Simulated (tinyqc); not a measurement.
Inside a calculation. Method: bound state in one dimension: Numerov shooting, finite differences, DVR. Computed by tinyqc, a small Python program that keeps every step. Settings: points = 96. Command: `OMP_NUM_THREADS=1 python tinyqc.py 26412 26413 out.jsonl` (the two numbers bound the seeds that draw the settings). One thread of a shared host (Intel(R) Xeon(R) Processor @ 2.60GHz), about 0.01 s of CPU time with the checks.

## Numerov steps at E = 0.1

One particle of mass 1 in V = 0.74^2 x^2/2 + 0.28 x^4 (atomic units), psi = 0 at both ends:
```
parameter                 value
left end              -4.500000
right end              4.500000
intervals                    96
h                      0.093750
state sought (nodes)          1
```

k_i = 2 m (E - V_i); (1 + h^2 k_(i+1)/12) y_(i+1) = 2 (1 - 5 h^2 k_i/12) y_i - (1 + h^2 k_(i-1)/12) y_(i-1), from y_0 = 0, y_1 = 0.001.

Points along the way:
```
i         x         V          k             y
0   -4.5000  120.3619  -240.5239        0.0000
1   -4.4062  110.8601  -221.5202        0.0010
2   -4.3125  101.9364  -203.6729        0.0043
3   -4.2188   93.5668  -186.9337        0.0163
4   -4.1250   85.7277  -171.2554        0.0585
5   -4.0312   78.3959  -156.5918        0.1991
32  -1.5000    2.0335    -3.8671  5918910.6111
33  -1.4062    1.6364    -3.0729  7382397.4783
34  -1.3125    1.3026    -2.4052  9044732.8412
35  -1.2188    1.0244    -1.8489      1.09e+07
36  -1.1250    0.7950    -1.3901      1.29e+07
37  -1.0312    0.6079    -1.0157      1.51e+07
```

## Bisection on the node count

With more sign changes than the state has nodes (the last point included) the energy is too high, else too low; the bracket starts as 0.1 to 12.

Trials:
```
trial         E  sign changes  y at the right end   next
1      6.050000             4            2.17e+13  lower
2      3.075000             2            5.54e+14  lower
3      1.587500             1           -4.36e+15  raise
4      2.331250             2            2.02e+15  lower
5      1.959375             2            9.78e+14  lower
6      1.773438             1           -9.69e+14  raise
7      1.866406             2            1.63e+14  lower
8      1.819922             1           -3.61e+14  raise
9      1.843164             1           -8.87e+13  raise
10     1.854785             2            3.96e+13  lower
11     1.848975             1           -2.39e+13  raise
12     1.851880             2            7.97e+12  lower
13     1.850427             1           -7.94e+12  raise
14     1.851154             2            2.13e+10  lower
...         ...           ...                 ...    ...
29     1.851152             2            1.93e+08  lower
30     1.851152             2            7.18e+07  lower
31     1.851152             2            1.11e+07  lower
```

eigenvalue = 1.851152 hartree

## The same grid by other methods

Three-point finite differences and the sine-DVR kinetic matrix of Colbert and Miller on the same points.

Lowest levels (hartree):
```
state  finite differences     DVR
0                  0.5486  0.5490
1                  1.8481  1.8512
2                  3.4640  3.4740
3                  5.2815  5.3043
```
